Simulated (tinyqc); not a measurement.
Inside a calculation: shallow acceptor in the spherical four-band model. Values are carried at full precision from step to step, so a last printed digit may differ when a step is redone from the rounded ones.

Units Ry* = Ry/(g1 eps^2) and a* = a0 eps g1; mu = (6 g3 + 4 g2)/(5 g1) is the spherical heavy-light coupling and delta = (g3 - g2)/g1 the cubic term, which is left out.

Constants: Ry = 13.60569312 eV; a0 (Bohr radius) = 0.5291772105 angstrom.

Values chosen for the exercise (near those of a shallow acceptor in Si, where the small spin-orbit splitting and strong warping make this model rough; the results hold for these values, not for the real material): g1 = 4.34 (Luttinger gamma1); g2 = 0.34 (gamma2); g3 = 1.43 (gamma3); eps = 12.3 (dielectric constant); al = (0.171, 1.03, 6.17) 1/a*^2 (exponents a_i, the same for f and g); Dso = 0.045 eV (spin-orbit splitting).

## Units and couplings

Give Ry*, a*, mu, delta and the spherical masses 1/(g1 (1 -/+ mu)).

Ry* = 20.721 meV
a* = 28.25 angstrom
mu = 0.45806
delta = 0.2512

heavy and light mass (m0): [0.4252, 0.1580]

A hydrogen model with the heavy mass would bind by Ry*/(1 - mu) = 38.2 meV and with the light mass by 14.2 meV. delta/mu = 0.55: the cubic term is not small, so the spherical result is a first estimate.

## Matrices in a small basis

The ground state 1S3/2 has an L = 0 part f(r) and an L = 2 part g(r). In units of Ry* and a*, with Gaussians f_i = exp(-a_i r^2), g_i = r^2 exp(-a_i r^2), A = a_i + a_j and I(n) = Gamma((n + 1)/2)/(2 A^((n + 1)/2)): S_ff = I(2), S_gg = I(6), H_ff = (6 a_i a_j/A) I(2) - 2 I(1), H_gg = (14 a_i a_j/A) I(6) - 2 I(5), H_fg = -mu [15 I(2) - 20 a_j I(4) + 4 a_j^2 I(6)]; each function is then normalised. The split-off band is left out.

Form S and H.

S, rows f1, f2, f3, g1, g2, g3 and columns alike:
$$\begin{pmatrix}
1.0000 & 0.5843 & 0.1844 & 0 & 0 & 0 \\
0.5843 & 1.0000 & 0.5860 & 0 & 0 & 0 \\
0.1844 & 0.5860 & 1.0000 & 0 & 0 & 0 \\
0 & 0 & 0 & 1.0000 & 0.2854 & 0.0194 \\
0 & 0 & 0 & 0.2854 & 1.0000 & 0.2873 \\
0 & 0 & 0 & 0.0194 & 0.2873 & 1.0000
\end{pmatrix}$$

H (Ry*), rows f1, f2, f3, g1, g2, g3 and columns alike:
$$\begin{pmatrix}
-0.8068 & -0.9309 & -0.8638 & -0.3034 & -0.0866 & -0.0059 \\
-0.9309 & -0.1491 & -0.4451 & -0.5215 & -1.8273 & -0.5251 \\
-0.8638 & -0.4451 & 10.5824 & -0.2119 & -3.1453 & -10.9461 \\
-0.3034 & -0.5215 & -0.2119 & 0.4931 & 0.2095 & -0.0136 \\
-0.0866 & -1.8273 & -3.1453 & 0.2095 & 5.4825 & 2.6228 \\
-0.0059 & -0.5251 & -10.9461 & -0.0136 & 2.6228 & 38.9619
\end{pmatrix}$$

## Ground state in the small basis

Solve H u = E S u for the lowest level of the acceptor; the first half of the basis is L = 0 and the second L = 2. Give E, E without the f-g block, and the L = 2 weight u_g S_gg u_g with u S u = 1.

E = -1.209 Ry*
E without coupling = -0.989 Ry*
L = 2 weight = 0.083

Without the coupling the exact value is -1, which this basis, tuned to the compact coupled state, misses by 0.011. The coupling to L = 2 takes the level to 1.21 times that exact value.

## Converged result

Converged values use 22 exponents 2.2^i, i = -7 to 14, for f and for g.
Ground and next level of the same symmetry, L = 2 weight and mean radius.

1S3/2 and 2S3/2 (Ry*): [-1.238, -0.337]

binding energies (meV): [25.7, 7.0]

L = 2 weight = 0.092
<r> = 35.3 angstrom

The small basis reaches 98 % of the binding. The ratio 1S/2S is 3.68 (4 for hydrogen). The binding is 0.57 of Dso, so the split-off band, left out here, would deepen it noticeably.

## Checks

- Level at mu = 0 against -1 Ry*: both -1.0000.
- Ground level from a second, denser basis, Ry*: both -1.238.

(tinyqc, `OMP_NUM_THREADS=1 python tinyqc.py 1281873 1281874 out.jsonl`, Intel(R) Xeon(R) Processor @ 2.30GHz, 1 thread, shared host, about 0.04 s.)
